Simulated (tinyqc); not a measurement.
Resistance of a source-drain extension with a graded tip: two steps of the calculation.

y runs along the channel, the gate covers y > 0. The doping is N0 for y < y0 and N0 10^(-(y - y0)/la) beyond, uniform over the depth xj. Sheet conductance s(y) = q mu(N) max(N - Nch, 0) xj + (for y > 0) ma Cox Vo, with mu(N) = u0 + (u1 - u0)/(1 + (N/Nr)^au) and Cox = eps0 eox/tox. Current is taken as one-dimensional; depletion of the tip, spreading and the contact are left out. The metallurgical junction lies at yj, where N = Nch.

Inputs (values chosen for the exercise); mobility law close to that of holes in silicon:
- eox = 22.1 (relative permittivity of the gate insulator (close to hafnium oxide))
- tox = 10 nm (insulator thickness)
- N0 = 1.4e20 cm^-3 (active doping of the extension far from the gate)
- la = 6.6 nm/decade (lateral abruptness)
- y0 = -1 nm (position under the gate where the fall begins (gate edge at 0))
- xj = 16 nm (depth of the extension)
- Nch = 1.5e18 cm^-3 (channel doping)
- Vo = 0.44 V (gate overdrive)
- ma = 40 cm^2/(V s) (mobility of the gate-induced layer)
- u1 = 470.5 cm^2/(V s) (mobility at low doping)
- u0 = 44.9 cm^2/(V s) (mobility at high doping)
- Nr = 2.23e17 cm^-3 (reference doping)
- au = 0.719 (exponent)
- Lg = 40 nm (gate length)

Constants: q = 1.602176634e-19 C, eps0 = 8.8541878128e-14 F/cm where lengths are in cm. Results are converted to the units shown.

Problem 1. Sheet resistances and junction position. yj = y0 + la log10(N0/Nch); sheet resistance of the full extension 1/[q mu(N0)(N0 - Nch) xj] and of the gate-induced layer 1/(ma Cox Vo); metallurgical length Lg - 2 yj; ye is where the doped and the gate-induced conductances are equal.

Find: yj; sheet resistance of the extension; sheet resistance of the induced layer; metallurgical length; ye; N at ye.

Solution 1.

yj = 12.002 nm
sheet resistance of the extension = 574.77 ohm/square
sheet resistance of the induced layer = 29037 ohm/square
metallurgical length = 15.996 nm
ye = 10.228 nm
N at ye = 2.7860e18 cm^-3

The gate takes over 1.77 nm before the junction, where N is still 1.86 times the channel doping.

Problem 2. Resistance of the overlapped part. Midpoint rule on 10 equal steps from 0 to yj: R_ov = sum h/s(y), per width.

Find: y; N; doped conductance; sheet resistance; R_ov.

Solution 2.

```
point	y (nm)	N (cm^-3)	doped conductance (uS)	sheet resistance (ohm/square)
0	0.6001	8.011e19	1028	941.5
1	1.800	5.270e19	697.0	1367
2	3.001	3.467e19	475.4	1961
3	4.201	2.281e19	325.8	2776
4	5.401	1.501e19	223.6	3875
5	6.601	9.872e18	152.5	5348
6	7.801	6.495e18	101.8	7339
7	9.002	4.273e18	64.25	1.013e4
8	10.20	2.811e18	35.00	1.440e4
9	11.40	1.849e18	10.86	2.208e4
```

R_ov = 84.28 ohm um

Computed by the program tinyqc: `OMP_NUM_THREADS=1 python tinyqc.py 2282060 2282061 out.jsonl`, one thread of a shared Intel Xeon 2.30GHz, about 0.04 s for the whole run.
